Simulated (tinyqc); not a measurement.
Worked calculation: one-electron ion in a basis of Gaussians. One step of it, computed by the program tinyqc.

Question. Generalised eigenproblem. Solve H C = S C e through S^(-1/2); each column has its largest component positive (the first on a tie).

H = T + V (hartree):
$$\begin{pmatrix}
-1.479321 & -1.460375 & -1.117641 & -0.706859 & -0.395845 & -0.207434 & -0.105097 \\
-1.460375 & -1.800387 & -1.713148 & -1.430106 & -0.990862 & -0.588066 & -0.318863 \\
-1.117641 & -1.713148 & -1.371181 & -1.082686 & -1.331099 & -1.206718 & -0.816549 \\
-0.706859 & -1.430106 & -1.082686 & 1.793681 & 2.644950 & 0.403430 & -0.921622 \\
-0.395845 & -0.990862 & -1.331099 & 2.644950 & 13.349323 & 15.726242 & 7.307778 \\
-0.207434 & -0.588066 & -1.206718 & 0.403430 & 15.726242 & 48.847760 & 55.309874 \\
-0.105097 & -0.318863 & -0.816549 & -0.921622 & 7.307778 & 55.309874 & 150.061224
\end{pmatrix}$$

S:
$$\begin{pmatrix}
1.000000 & 0.758119 & 0.365211 & 0.135332 & 0.044391 & 0.013832 & 0.004225 \\
0.758119 & 1.000000 & 0.757967 & 0.365234 & 0.135362 & 0.044377 & 0.013831 \\
0.365211 & 0.757967 & 1.000000 & 0.758147 & 0.365425 & 0.135377 & 0.044393 \\
0.135332 & 0.365234 & 0.758147 & 1.000000 & 0.758204 & 0.365312 & 0.135359 \\
0.044391 & 0.135362 & 0.365425 & 0.758204 & 1.000000 & 0.758008 & 0.365228 \\
0.013832 & 0.044377 & 0.135377 & 0.365312 & 0.758008 & 1.000000 & 0.758099 \\
0.004225 & 0.013831 & 0.044393 & 0.135359 & 0.365228 & 0.758099 & 1.000000
\end{pmatrix}$$

Give: eigenvalues of S; eigenvalues; coefficients.

Answer.

eigenvalues of S: [0.0221, 0.0668, 0.1890, 0.4789, 1.0707, 2.0403, 3.1322]

eigenvalues (hartree): [-1.9999, -0.7824, 1.2709, 8.2568, 29.3143, 90.1635, 268.4509]

coefficients:
$$\begin{pmatrix}
0.2263 & 1.4026 & -1.0898 & 0.5124 & -0.2497 & 0.1288 & -0.0675 \\
0.5560 & -0.9105 & 2.3723 & -1.5542 & 0.7917 & -0.4055 & 0.2108 \\
0.2825 & -0.1503 & -1.7858 & 2.6032 & -1.6498 & 0.8658 & -0.4455 \\
0.0770 & -0.1010 & 0.1375 & -2.1710 & 2.5930 & -1.6104 & 0.8397 \\
0.0169 & -0.0026 & -0.1165 & 0.3236 & -2.2951 & 2.4797 & -1.4861 \\
0.0030 & -0.0057 & 0.0190 & -0.1206 & 0.3918 & -2.2204 & 2.2183 \\
0.0009 & 0.0000 & -0.0065 & 0.0182 & -0.0916 & 0.2845 & -1.8607
\end{pmatrix}$$

For Z = 4 and l = 1 the exact lowest level is -Z^2/(2 n^2) with n = l + 1: -2.000000 hartree.
